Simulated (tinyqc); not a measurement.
From one set of inputs to another, one input at a time: rigid-ion and shell models of the dielectric response of an ionic crystal. Computed by tinyqc, a small Python program. Command: `OMP_NUM_THREADS=1 python tinyqc.py 3008609 3008610 out.jsonl shell ladder`. One thread of a shared host (Intel(R) Xeon(R) Processor @ 2.30GHz), about 0.01 s of CPU time with the checks.

Charges +Z and -Z; 6 nearest neighbours, Madelung constant M = 1.747565, volume per ion pair Omega = 2.000000 d^3. Energy per pair U = -M Z^2 e2/d + 6 A exp(-d/rho), e2 = e^2/(4 pi eps_0). In the shell model the anion is a core of charge Y - Z and a massless shell of charge -Y, joined by the spring k; the repulsion acts on the shell. Each ion feels the Lorentz field E + (4 pi/3) P (Gaussian units).

The inputs printed are set A. Inputs not listed in the table keep their values of set A, so the rows need not describe a real material.

Inputs (values chosen for the exercise, for a model crystal):

| quantity | value | unit |
|---|---|---|
| nearest-neighbour distance d | 2.48 | angstrom |
| ionic charge Z | 1.84 | e |
| hardness d/rho | 8.63 | - |
| cation mass | 30.6 | u |
| anion mass | 14.007 | u |
| shell charge size Y | 1.9 | e |
| core-shell spring k | 26.2 | eV/angstrom^2 |
| cation polarisability alpha_+ | 0.72 | angstrom^3 |
| film thickness t | 20 | nm |

Structure: rock salt.

Constants: e^2/(4 pi eps_0) = 14.39964548 eV angstrom; 1 eV/angstrom^3 = 160.2176634 GPa; nu for 1 eV/(angstrom^2 u) = 15.6333042 THz; 1 THz = 33.35640952 1/cm; eps_0 = 8.8541878128e-12 F/m; h x 1 THz = 4.135667696 meV.

Method:
- Zero pressure fixes 6 A exp(-d/rho) = M Z^2 e2 rho/d^2. Then U = -(M Z^2 e2/d)(1 - rho/d), B = M Z^2 e2 (d/rho - 2)/(9 Omega d), and the spring of one sublattice against the other is R = (1/3) x (Laplacian of the repulsion summed over neighbours) = M Z^2 e2 (d/rho - 2)/(3 d^3), so R = 3 B Omega/d^2.
- Eliminating the shell gives the anion polarisability alpha_- = Y^2 e2/(k + R), the Szigeti charge Z_S = Z - Y R/(k + R) and the softened spring R' = k R/(k + R). With b = 4 pi (alpha_+ + alpha_-)/(3 Omega): eps_inf = (1 + 2b)/(1 - b) (Clausius-Mossotti); Born charge Z* = Z_S (eps_inf + 2)/3.
- mu lambda_TO = R' - (4 pi e2/(3 Omega)) Z_S^2/(1 - b); mu lambda_LO = mu lambda_TO + 4 pi e2 Z*^2/(eps_inf Omega); eps_s = eps_inf lambda_LO/lambda_TO.
- lambda in eV/(angstrom^2 u) gives the wavenumber 15.6333042 x 33.35640952 x sqrt(lambda); mu is the reduced mass.
- Capacitance per area eps_0 eps_s/t; equivalent oxide thickness EOT = t x 3.9/eps_s; the surface optical mode against silicon (eps = 11.7) lies at omega_TO sqrt[(eps_s + 11.7)/(eps_inf + 11.7)], and its squared coupling to channel electrons scales as g = hbar omega_SO [1/(11.7 + eps_inf) - 1/(11.7 + eps_s)], with hbar omega = h c x wavenumber.

Each row keeps all changes above it:

| input moved | from | to | eps_inf | omega_LO (1/cm) | equivalent oxide thickness (nm) |
|---|---|---|---|---|---|
| set A | - | - | 2.190 | 588.0 | 12.25 |
| hardness d/rho | 8.63 | 9.75 | 2.135 | 601.2 | 16.03 |
| nearest-neighbour distance d (angstrom) | 2.48 | 3.16 | 1.537 | 491.9 | 18.82 |
| cation polarisability alpha_+ (angstrom^3) | 0.72 | 0.22 | 1.404 | 496.6 | 20.78 |
| shell charge size Y (e) | 1.9 | 2.11 | 1.500 | 487.8 | 20.62 |
| ionic charge Z (e) | 1.84 | 1 | 1.594 | 288.4 | 18.16 |
| core-shell spring k (eV/angstrom^2) | 26.2 | 16.2 | 1.987 | 269.7 | 16.65 |
| film thickness t (nm) | 20 | 6.7 | 1.987 | 269.7 | 5.58 |

Which inputs carry the difference?

eps_inf goes from 2.19 to 1.99, a factor 0.907 in all. The largest single move comes from nearest-neighbour distance d (a factor 0.720), and core-shell spring k works against it (a factor 1.25). omega_LO goes from 588 to 270, a factor 0.459 in all. The largest single move comes from ionic charge Z (a factor 0.591). Equivalent oxide thickness goes from 12.3 to 5.58, a factor 0.455 in all. The largest single move comes from film thickness t (a factor 0.335), and hardness d/rho works against it (a factor 1.31). The single moves hold for this order of the switches; the total does not depend on the order.

Extremes, crossings and ranges named in words are read from the listed rows.
